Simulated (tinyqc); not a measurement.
From results back to parameters: band edges of strained Si(1-x)Ge(x) on relaxed Si(1-y)Ge(y). Two cases, with inputs chosen for the exercise.

Problem. A layer on a (001) buffer has its Delta valleys split into the four in the plane and the two along z: E(Delta4) - E(Delta2) = XuD (e_par - e_perp), e_perp = -2 (C12/C11) e_par, e_par = (a(y) - a(x))/a(x). The splitting is given; find the strain and the Ge fraction y of the buffer.

Values are linear in the Ge fraction but for ED(x) = linear - CD x (1 - x) and a(x) = linear - Ca x (1 - x). Energies are on the common scale of Ev.

Find: e_par; a(y); y.

Method. e_par = splitting/(XuD (1 + 2 C12/C11)) with the values at x; a(y) = a(x)(1 + e_par); a(y) rises steadily with y, so one root lies in the range.

Case 1.

Values chosen (end members near Si and Ge, in this order; not measured data):
- a = (5.426, 5.66) angstrom (lattice constant)
- Ca = 0 angstrom (bowing of the lattice constant)
- XuD = (9.46, 9.13) eV (uniaxial potential, Delta)
- C11 = (164, 127.9) GPa
- C12 = (63, 48.9) GPa
- x = 0.21 (Ge fraction of the layer)

E(Delta4) - E(Delta2) = -0.148984 eV

Solution.

e_par = -0.00898
a(y) = 5.4260 angstrom
y = 0

Case 2.

Values chosen (end members near Si and Ge, in this order; not measured data):
- a = (5.434, 5.656) angstrom (lattice constant)
- Ca = 0.025 angstrom (bowing of the lattice constant)
- XuD = (9.18, 9.7) eV (uniaxial potential, Delta)
- C11 = (165.5, 130) GPa
- C12 = (64.1, 48.4) GPa
- x = 1 (Ge fraction of the layer)

E(Delta4) - E(Delta2) = -0.109171 eV

Solution.

e_par = -0.00645
a(y) = 5.6195 angstrom
y = 0.850

Computed by tinyqc, one run a case: `OMP_NUM_THREADS=1 python tinyqc.py N N+1 out.jsonl` with N = 1050316, 1050343; one thread of a shared Intel(R) Xeon(R) Processor @ 2.30GHz, about 0.01 s a run at most.
